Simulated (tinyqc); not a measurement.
Worked calculation: UHF in the 3-21g basis, for H2, spin multiplicity 3. Computed by tinyqc, a small Python program that keeps every step (integrals from PySCF). Settings: charge = 0, multiplicity = 3, basis = 3-21g, energy threshold = 1e-10, iteration cap = 65, orthogonalisation = symmetric, start = core, DIIS depth = 4, method = UHF. Command: `OMP_NUM_THREADS=1 python tinyqc.py 27269 27270 out.jsonl` (the two numbers bound the seeds that draw the settings). One thread of a shared host (Intel(R) Xeon(R) Processor @ 2.60GHz), about 0.06 s of CPU time with the checks. Later iterations appear only in the table of the cycle.

## One-electron integrals

Geometry (angstrom):
```
atom         x         y         z
H     0.000000  0.000000  0.000000
H     0.000000  0.000000  1.438000
```

Basis 3-21g: exponents (1/bohr^2) and contraction coefficients of normalised primitives:
```
element  l (shell)  exponent  coefficient
H            s (1)  5.447178     0.156285
H            s (1)  0.824547     0.904691
H            s (2)  0.183192     1.000000
```

Overlap, kinetic and nuclear-attraction integrals over the contracted functions; the nuclear repulsion is the sum of Za Zb / Rab.

nuclear repulsion = 0.36799528 hartree

overlap S, order 1H 1s, 1H 2s, 2H 1s, 2H 2s:
```
[[1.000000, 0.645899, 0.039773, 0.211536],
 [0.645899, 1.000000, 0.211536, 0.508453],
 [0.039773, 0.211536, 1.000000, 0.645899],
 [0.211536, 0.508453, 0.645899, 1.000000]]
```

kinetic energy T (hartree), order 1H 1s, 1H 2s, 2H 1s, 2H 2s:
```
[[1.549405, 0.293152, -0.053943, 0.024485],
 [0.293152, 0.274788, 0.024485, 0.076716],
 [-0.053943, 0.024485, 1.549405, 0.293152],
 [0.024485, 0.076716, 0.293152, 0.274788]]
```

nuclear attraction V (hartree), order 1H 1s, 1H 2s, 2H 1s, 2H 2s:
```
[[-2.088913, -1.020325, -0.058697, -0.329927],
 [-1.020325, -1.043636, -0.329927, -0.565220],
 [-0.058697, -0.329927, -2.088913, -1.020325],
 [-0.329927, -0.565220, -1.020325, -1.043636]]
```

core Hamiltonian H = T + V (hartree), order 1H 1s, 1H 2s, 2H 1s, 2H 2s:
```
[[-0.539508, -0.727173, -0.112640, -0.305443],
 [-0.727173, -0.768848, -0.305443, -0.488505],
 [-0.112640, -0.305443, -0.539508, -0.727173],
 [-0.305443, -0.488505, -0.727173, -0.768848]]
```

## Two-electron integrals

Functions are numbered as in S; the eight-fold symmetry (ij|kl) = (ji|kl) = (kl|ij) leaves the list below.

Two-electron integrals (ij|kl) in chemists' order, unique and non-zero (hartree):
```
(11|11) 1.140145   (21|11) 0.611403   (21|21) 0.345152   (22|11) 0.626370
(22|21) 0.380329   (22|22) 0.482957   (31|11) 0.027337   (31|21) 0.016618
(31|22) 0.020709   (31|31) 0.001613   (32|11) 0.093505   (32|21) 0.059608
(32|22) 0.085024   (32|31) 0.006484   (32|32) 0.036635   (33|11) 0.367875
(33|21) 0.237237   (33|22) 0.355771   (33|31) 0.027337   (33|32) 0.189480
(33|33) 1.140145   (41|11) 0.189480   (41|21) 0.108302   (41|22) 0.121870
(41|31) 0.006484   (41|32) 0.023494   (41|33) 0.093505   (41|41) 0.036635
(42|11) 0.267054   (42|21) 0.165280   (42|22) 0.220475   (42|31) 0.012484
(42|32) 0.058982   (42|33) 0.267054   (42|41) 0.058982   (42|42) 0.124856
(43|11) 0.237237   (43|21) 0.152636   (43|22) 0.226937   (43|31) 0.016618
(43|32) 0.108302   (43|33) 0.611403   (43|41) 0.059608   (43|42) 0.165280
(43|43) 0.345152   (44|11) 0.355771   (44|21) 0.226937   (44|22) 0.331195
(44|31) 0.020709   (44|32) 0.121870   (44|33) 0.626370   (44|41) 0.085024
(44|42) 0.220475   (44|43) 0.380329   (44|44) 0.482957
```

## Orthogonalisation

S = U s U^T; symmetric (Loewdin) form X = U s^(-1/2) U^T, so that X^T S X = 1.

eigenvalues of S: [0.232342, 0.385231, 1.219431, 2.162995]

X, order 1H 1s, 1H 2s, 2H 1s, 2H 2s:
```
[[1.240427, -0.481783, 0.027876, 0.032645],
 [-0.481783, 1.395212, 0.032645, -0.372411],
 [0.027876, 0.032645, 1.240427, -0.481783],
 [0.032645, -0.372411, -0.481783, 1.395212]]
```

## Starting guess

The start is the orbitals of the core Hamiltonian; D(s) = C_occ C_occ^T for each spin.

D(alpha) at the start, order 1H 1s, 1H 2s, 2H 1s, 2H 2s:
```
[[0.184351, 0.323521, -0.031853, -0.105935],
 [0.323521, 0.581753, -0.105935, -0.271300],
 [-0.031853, -0.105935, 0.184351, 0.323521],
 [-0.105935, -0.271300, 0.323521, 0.581753]]
```

D(beta) at the start, order 1H 1s, 1H 2s, 2H 1s, 2H 2s:
```
[[0.000000, 0.000000, 0.000000, 0.000000],
 [0.000000, 0.000000, 0.000000, 0.000000],
 [0.000000, 0.000000, 0.000000, 0.000000],
 [0.000000, 0.000000, 0.000000, 0.000000]]
```

## Iteration 1: building the Fock matrix

J_ij = sum D_kl (ij|kl) with D = D(alpha) + D(beta), K_ij = sum D_kl (ik|jl) for each spin; F = H + J - K(s); E = tr D H + tr D J / 2 - 0.5 sum_s tr D(s) K(s) + E_nn.

Coulomb J (hartree), order 1H 1s, 1H 2s, 2H 1s, 2H 2s:
```
[[1.191874, 0.705502, 0.046055, 0.236019],
 [0.705502, 0.882838, 0.236019, 0.475340],
 [0.046055, 0.236019, 1.191874, 0.705502],
 [0.236019, 0.475340, 0.705502, 0.882838]]
```

exchange K(alpha) (hartree), order 1H 1s, 1H 2s, 2H 1s, 2H 2s:
```
[[0.728218, 0.565744, 0.039497, 0.186635],
 [0.565744, 0.531774, 0.186635, 0.292339],
 [0.039497, 0.186635, 0.728218, 0.565744],
 [0.186635, 0.292339, 0.565744, 0.531774]]
```

exchange K(beta) (hartree), order 1H 1s, 1H 2s, 2H 1s, 2H 2s:
```
[[0.000000, 0.000000, 0.000000, 0.000000],
 [0.000000, 0.000000, 0.000000, 0.000000],
 [0.000000, 0.000000, 0.000000, 0.000000],
 [0.000000, 0.000000, 0.000000, 0.000000]]
```

F(alpha) (hartree), order 1H 1s, 1H 2s, 2H 1s, 2H 2s:
```
[[-0.075852, -0.587414, -0.106082, -0.256060],
 [-0.587414, -0.417784, -0.256060, -0.305504],
 [-0.106082, -0.256060, -0.075852, -0.587414],
 [-0.256060, -0.305504, -0.587414, -0.417784]]
```

F(beta) (hartree), order 1H 1s, 1H 2s, 2H 1s, 2H 2s:
```
[[0.652365, -0.021671, -0.066585, -0.069424],
 [-0.021671, 0.113990, -0.069424, -0.013165],
 [-0.066585, -0.069424, 0.652365, -0.021671],
 [-0.069424, -0.013165, -0.021671, 0.113990]]
```

total energy of this density = -0.94502060 hartree

## Iteration 1: diagonalisation and new density

Diagonalise F' = X^T F X, C = X C', fill 2 alpha and 0 beta electrons from the bottom; D(s) = C_occ C_occ^T. Each column has its largest component positive (the first on a tie).

F' = X^T F X (alpha) (hartree):
```
[[0.475253, -0.771537, 0.047142, -0.056885],
 [-0.771537, 0.120697, -0.056885, -0.139098],
 [0.047142, -0.056885, 0.475253, -0.771537],
 [-0.056885, -0.139098, -0.771537, 0.120697]]
```

orbital energies (alpha) (hartree): [-0.619438, -0.375636, 1.063543, 1.123432]

coefficients C (alpha), order 1H 1s, 1H 2s, 2H 1s, 2H 2s:
```
[[0.269596, 0.297882, -0.882454, 0.912402],
 [0.398888, 0.692360, 1.102362, -0.681771],
 [0.269596, -0.297882, 0.882454, 0.912402],
 [0.398888, -0.692360, -1.102362, -0.681771]]
```

F' = X^T F X (beta) (hartree):
```
[[1.048770, -0.482822, 0.017635, -0.033727],
 [-0.482822, 0.404023, -0.033727, -0.096687],
 [0.017635, -0.033727, 1.048770, -0.482822],
 [-0.033727, -0.096687, -0.482822, 0.404023]]
```

orbital energies (beta) (hartree): [0.045879, 0.244363, 1.287481, 1.327861]

coefficients C (beta), order 1H 1s, 1H 2s, 2H 1s, 2H 2s:
```
[[0.121653, 0.109130, -0.924959, 0.943588],
 [0.501854, 0.905181, 0.935528, -0.609972],
 [0.121653, -0.109130, 0.924959, 0.943588],
 [0.501854, -0.905181, -0.935528, -0.609972]]
```

D(alpha) after iteration 1, order 1H 1s, 1H 2s, 2H 1s, 2H 2s:
```
[[0.161415, 0.313780, -0.016052, -0.098703],
 [0.313780, 0.638473, -0.098703, -0.320250],
 [-0.016052, -0.098703, 0.161415, 0.313780],
 [-0.098703, -0.320250, 0.313780, 0.638473]]
```

D(beta) after iteration 1, order 1H 1s, 1H 2s, 2H 1s, 2H 2s:
```
[[0.000000, 0.000000, 0.000000, 0.000000],
 [0.000000, 0.000000, 0.000000, 0.000000],
 [0.000000, 0.000000, 0.000000, 0.000000],
 [0.000000, 0.000000, 0.000000, 0.000000]]
```

## Iteration 2: building the Fock matrix

As before.

Coulomb J (hartree), order 1H 1s, 1H 2s, 2H 1s, 2H 2s:
```
[[1.175272, 0.697557, 0.045519, 0.233292],
 [0.697557, 0.876722, 0.233292, 0.471538],
 [0.045519, 0.233292, 1.175272, 0.697557],
 [0.233292, 0.471538, 0.697557, 0.876722]]
```

exchange K(alpha) (hartree), order 1H 1s, 1H 2s, 2H 1s, 2H 2s:
```
[[0.704890, 0.557655, 0.043602, 0.185555],
 [0.557655, 0.532853, 0.185555, 0.291383],
 [0.043602, 0.185555, 0.704890, 0.557655],
 [0.185555, 0.291383, 0.557655, 0.532853]]
```

exchange K(beta) (hartree), order 1H 1s, 1H 2s, 2H 1s, 2H 2s:
```
[[0.000000, 0.000000, 0.000000, 0.000000],
 [0.000000, 0.000000, 0.000000, 0.000000],
 [0.000000, 0.000000, 0.000000, 0.000000],
 [0.000000, 0.000000, 0.000000, 0.000000]]
```

F(alpha) (hartree), order 1H 1s, 1H 2s, 2H 1s, 2H 2s:
```
[[-0.069126, -0.587271, -0.110722, -0.257705],
 [-0.587271, -0.424979, -0.257705, -0.308350],
 [-0.110722, -0.257705, -0.069126, -0.587271],
 [-0.257705, -0.308350, -0.587271, -0.424979]]
```

F(beta) (hartree), order 1H 1s, 1H 2s, 2H 1s, 2H 2s:
```
[[0.635764, -0.029616, -0.067121, -0.072151],
 [-0.029616, 0.107874, -0.072151, -0.016967],
 [-0.067121, -0.072151, 0.635764, -0.029616],
 [-0.072151, -0.016967, -0.029616, 0.107874]]
```

total energy of this density = -0.94741985 hartree

## Iteration 2: DIIS over 2 matrices

error matrix X^T (FDS - SDF) X (alpha):
```
[[0.000000, 0.009787, 0.000000, -0.003840],
 [-0.009787, 0.000000, 0.003840, 0.000000],
 [0.000000, -0.003840, 0.000000, 0.009787],
 [0.003840, 0.000000, -0.009787, 0.000000]]
```

B (overlaps of the stored error matrices):
```
[[5.4485004e-03, 1.5297509e-03],
 [1.5297509e-03, 4.4210006e-04]]
```

Minimise |sum c_i e_i|^2 with sum c_i = 1: solve [B -1; -1 0][c; lambda] = [0; -1] with B_ij = tr e_i^T e_j summed over both spins, and take F = sum c_i F_i.

DIIS coefficients: [-0.384180, 1.384180]

extrapolated F(alpha) (hartree), order 1H 1s, 1H 2s, 2H 1s, 2H 2s:
```
[[-0.066542, -0.587216, -0.112505, -0.258337],
 [-0.587216, -0.427743, -0.258337, -0.309443],
 [-0.112505, -0.258337, -0.066542, -0.587216],
 [-0.258337, -0.309443, -0.587216, -0.427743]]
```

extrapolated F(beta) (hartree), order 1H 1s, 1H 2s, 2H 1s, 2H 2s:
```
[[0.629386, -0.032668, -0.067326, -0.073198],
 [-0.032668, 0.105524, -0.073198, -0.018428],
 [-0.067326, -0.073198, 0.629386, -0.032668],
 [-0.073198, -0.018428, -0.032668, 0.105524]]
```

## Iteration 2: diagonalisation and new density

As before.

F' = X^T F X (alpha) (hartree):
```
[[0.486583, -0.769913, 0.040021, -0.056885],
 [-0.769913, 0.105098, -0.056885, -0.135546],
 [0.040021, -0.056885, 0.486583, -0.769913],
 [-0.056885, -0.135546, -0.769913, 0.105098]]
```

orbital energies (alpha) (hartree): [-0.624374, -0.376821, 1.064026, 1.120529]

coefficients C (alpha), order 1H 1s, 1H 2s, 2H 1s, 2H 2s:
```
[[0.265289, 0.286303, -0.886278, 0.913663],
 [0.402100, 0.706732, 1.093203, -0.679882],
 [0.265289, -0.286303, 0.886278, 0.913663],
 [0.402100, -0.706732, -1.093203, -0.679882]]
```

F' = X^T F X (beta) (hartree):
```
[[1.024454, -0.484289, 0.017851, -0.034582],
 [-0.484289, 0.399858, -0.034582, -0.098098],
 [0.017851, -0.034582, 1.024454, -0.484289],
 [-0.034582, -0.098098, -0.484289, 0.399858]]
```

orbital energies (beta) (hartree): [0.034593, 0.235640, 1.268919, 1.309472]

coefficients C (beta), order 1H 1s, 1H 2s, 2H 1s, 2H 2s:
```
[[0.128192, 0.117797, -0.923896, 0.942722],
 [0.497613, 0.896370, 0.943973, -0.613437],
 [0.128192, -0.117797, 0.923896, 0.942722],
 [0.497613, -0.896370, -0.943973, -0.613437]]
```

D(alpha) after iteration 2, order 1H 1s, 1H 2s, 2H 1s, 2H 2s:
```
[[0.152348, 0.309012, -0.011591, -0.095667],
 [0.309012, 0.661155, -0.095667, -0.337787],
 [-0.011591, -0.095667, 0.152348, 0.309012],
 [-0.095667, -0.337787, 0.309012, 0.661155]]
```

D(beta) after iteration 2, order 1H 1s, 1H 2s, 2H 1s, 2H 2s:
```
[[0.000000, 0.000000, 0.000000, 0.000000],
 [0.000000, 0.000000, 0.000000, 0.000000],
 [0.000000, 0.000000, 0.000000, 0.000000],
 [0.000000, 0.000000, 0.000000, 0.000000]]
```

## Iteration 3: building the Fock matrix

As before.

Coulomb J (hartree), order 1H 1s, 1H 2s, 2H 1s, 2H 2s:
```
[[1.168377, 0.694259, 0.045301, 0.232172],
 [0.694259, 0.874200, 0.232172, 0.469992],
 [0.045301, 0.232172, 1.168377, 0.694259],
 [0.232172, 0.469992, 0.694259, 0.874200]]
```

exchange K(alpha) (hartree), order 1H 1s, 1H 2s, 2H 1s, 2H 2s:
```
[[0.695001, 0.554052, 0.044799, 0.184956],
 [0.554052, 0.533307, 0.184956, 0.291206],
 [0.044799, 0.184956, 0.695001, 0.554052],
 [0.184956, 0.291206, 0.554052, 0.533307]]
```

exchange K(beta) (hartree), order 1H 1s, 1H 2s, 2H 1s, 2H 2s:
```
[[0.000000, 0.000000, 0.000000, 0.000000],
 [0.000000, 0.000000, 0.000000, 0.000000],
 [0.000000, 0.000000, 0.000000, 0.000000],
 [0.000000, 0.000000, 0.000000, 0.000000]]
```

F(alpha) (hartree), order 1H 1s, 1H 2s, 2H 1s, 2H 2s:
```
[[-0.066132, -0.586965, -0.112138, -0.258227],
 [-0.586965, -0.427955, -0.258227, -0.309718],
 [-0.112138, -0.258227, -0.066132, -0.586965],
 [-0.258227, -0.309718, -0.586965, -0.427955]]
```

F(beta) (hartree), order 1H 1s, 1H 2s, 2H 1s, 2H 2s:
```
[[0.628869, -0.032913, -0.067339, -0.073271],
 [-0.032913, 0.105352, -0.073271, -0.018513],
 [-0.067339, -0.073271, 0.628869, -0.032913],
 [-0.073271, -0.018513, -0.032913, 0.105352]]
```

total energy of this density = -0.94763014 hartree

## Iteration 3: DIIS over 3 matrices

error matrix X^T (FDS - SDF) X (alpha):
```
[[0.000000, 0.000395, 0.000000, 0.000384],
 [-0.000395, 0.000000, -0.000384, 0.000000],
 [0.000000, 0.000384, 0.000000, 0.000395],
 [-0.000384, 0.000000, -0.000395, 0.000000]]
```

B (overlaps of the stored error matrices):
```
[[5.4485004e-03, 1.5297509e-03, 2.0578858e-05],
 [1.5297509e-03, 4.4210006e-04, 9.5574242e-06],
 [2.0578858e-05, 9.5574242e-06, 1.2115912e-06]]
```

As before.

DIIS coefficients: [0.103083, -0.384387, 1.281304]

extrapolated F(alpha) (hartree), order 1H 1s, 1H 2s, 2H 1s, 2H 2s:
```
[[-0.065983, -0.586894, -0.112057, -0.258204],
 [-0.586894, -0.428050, -0.258204, -0.309810],
 [-0.112057, -0.258204, -0.065983, -0.586894],
 [-0.258204, -0.309810, -0.586894, -0.428050]]
```

extrapolated F(beta) (hartree), order 1H 1s, 1H 2s, 2H 1s, 2H 2s:
```
[[0.628641, -0.033022, -0.067345, -0.073305],
 [-0.033022, 0.105273, -0.073305, -0.018555],
 [-0.067345, -0.073305, 0.628641, -0.033022],
 [-0.073305, -0.018555, -0.033022, 0.105273]]
```

## Iteration 3: diagonalisation and new density

As before.

F' = X^T F X (alpha) (hartree):
```
[[0.487037, -0.769539, 0.040531, -0.056841],
 [-0.769539, 0.104574, -0.056841, -0.135943],
 [0.040531, -0.056841, 0.487037, -0.769539],
 [-0.056841, -0.135943, -0.769539, 0.104574]]
```

orbital energies (alpha) (hartree): [-0.624257, -0.376590, 1.063613, 1.120457]

coefficients C (alpha), order 1H 1s, 1H 2s, 2H 1s, 2H 2s:
```
[[0.264751, 0.286253, -0.886295, 0.913819],
 [0.402500, 0.706795, 1.093163, -0.679645],
 [0.264751, -0.286253, 0.886295, 0.913819],
 [0.402500, -0.706795, -1.093163, -0.679645]]
```

F' = X^T F X (beta) (hartree):
```
[[1.023668, -0.484344, 0.017858, -0.034609],
 [-0.484344, 0.399728, -0.034609, -0.098096],
 [0.017858, -0.034609, 1.023668, -0.484344],
 [-0.034609, -0.098096, -0.484344, 0.399728]]
```

orbital energies (beta) (hartree): [0.034263, 0.235316, 1.268318, 1.308897]

coefficients C (beta), order 1H 1s, 1H 2s, 2H 1s, 2H 2s:
```
[[0.128423, 0.118066, -0.923861, 0.942691],
 [0.497463, 0.896094, 0.944235, -0.613559],
 [0.128423, -0.118066, 0.923861, 0.942691],
 [0.497463, -0.896094, -0.944235, -0.613559]]
```

D(alpha) after iteration 3, order 1H 1s, 1H 2s, 2H 1s, 2H 2s:
```
[[0.152034, 0.308884, -0.011847, -0.095760],
 [0.308884, 0.661565, -0.095760, -0.337553],
 [-0.011847, -0.095760, 0.152034, 0.308884],
 [-0.095760, -0.337553, 0.308884, 0.661565]]
```

D(beta) after iteration 3, order 1H 1s, 1H 2s, 2H 1s, 2H 2s:
```
[[0.000000, 0.000000, 0.000000, 0.000000],
 [0.000000, 0.000000, 0.000000, 0.000000],
 [0.000000, 0.000000, 0.000000, 0.000000],
 [0.000000, 0.000000, 0.000000, 0.000000]]
```

## Iteration 5 (converged): orbitals

converged F(alpha) (hartree), order 1H 1s, 1H 2s, 2H 1s, 2H 2s:
```
[[-0.066000, -0.586926, -0.112049, -0.258193],
 [-0.586926, -0.428074, -0.258193, -0.309808],
 [-0.112049, -0.258193, -0.066000, -0.586926],
 [-0.258193, -0.309808, -0.586926, -0.428074]]
```

converged F(beta) (hartree), order 1H 1s, 1H 2s, 2H 1s, 2H 2s:
```
[[0.628639, -0.033021, -0.067345, -0.073305],
 [-0.033021, 0.105276, -0.073305, -0.018554],
 [-0.067345, -0.073305, 0.628639, -0.033021],
 [-0.073305, -0.018554, -0.033021, 0.105276]]
```

As before.

F' = X^T F X (alpha) (hartree):
```
[[0.487045, -0.769580, 0.040530, -0.056818],
 [-0.769580, 0.104568, -0.056818, -0.135940],
 [0.040530, -0.056818, 0.487045, -0.769580],
 [-0.056818, -0.135940, -0.769580, 0.104568]]
```

orbital energies (alpha) (hartree): [-0.624274, -0.376655, 1.063678, 1.120477]

coefficients C (alpha), order 1H 1s, 1H 2s, 2H 1s, 2H 2s:
```
[[0.264751, 0.286253, -0.886295, 0.913819],
 [0.402499, 0.706795, 1.093163, -0.679645],
 [0.264751, -0.286253, 0.886295, 0.913819],
 [0.402499, -0.706795, -1.093163, -0.679645]]
```

F' = X^T F X (beta) (hartree):
```
[[1.023665, -0.484342, 0.017858, -0.034610],
 [-0.484342, 0.399731, -0.034610, -0.098096],
 [0.017858, -0.034610, 1.023665, -0.484342],
 [-0.034610, -0.098096, -0.484342, 0.399731]]
```

orbital energies (beta) (hartree): [0.034266, 0.235319, 1.268315, 1.308894]

coefficients C (beta), order 1H 1s, 1H 2s, 2H 1s, 2H 2s:
```
[[0.128425, 0.118068, -0.923861, 0.942691],
 [0.497462, 0.896093, 0.944236, -0.613559],
 [0.128425, -0.118068, 0.923861, 0.942691],
 [0.497462, -0.896093, -0.944236, -0.613559]]
```

D(alpha) after iteration 5, order 1H 1s, 1H 2s, 2H 1s, 2H 2s:
```
[[0.152034, 0.308884, -0.011847, -0.095759],
 [0.308884, 0.661565, -0.095759, -0.337553],
 [-0.011847, -0.095759, 0.152034, 0.308884],
 [-0.095759, -0.337553, 0.308884, 0.661565]]
```

D(beta) after iteration 5, order 1H 1s, 1H 2s, 2H 1s, 2H 2s:
```
[[0.000000, 0.000000, 0.000000, 0.000000],
 [0.000000, 0.000000, 0.000000, 0.000000],
 [0.000000, 0.000000, 0.000000, 0.000000],
 [0.000000, 0.000000, 0.000000, 0.000000]]
```

## Convergence

Stop when the energy changes by less than 1e-10 hartree and every element of the error matrix X^T (F D S - S D F) X (for each spin) is below 3e-06.

Course of the cycle:
```
iteration  E (hartree)     change  largest element of the error matrix
1          -0.94502060          -                             3.16e-02
2          -0.94741985  -2.40e-03                             9.79e-03
3          -0.94763014  -2.10e-04                             3.95e-04
4          -0.94763060  -4.58e-07                             2.32e-07
5          -0.94763060  -1.35e-13                             8.29e-08
```

PySCF UHF in the same basis, after a stability check = -0.94763060 hartree

Converged in 5 iterations.

## Populations, bond orders and dipole

Mulliken: Z minus the diagonal of D S on the atom; Loewdin: the same with S^(1/2) D S^(1/2); Mayer order: 2 sum_s sum (D(s) S)_ij (D(s) S)_ji over the two atoms.

Charges (e):
```
atom  Mulliken  Loewdin  Mulliken spin
1H           0        0       1.000000
2H           0        0       1.000000
```

Mayer bond orders:
```
pair      order
2-1   -0.055426
```

dipole moment about the origin, x y z (debye): [0.000000, 0.000000, 0.000000]

<S^2> of the determinant (pure state: 2) = 2.000000
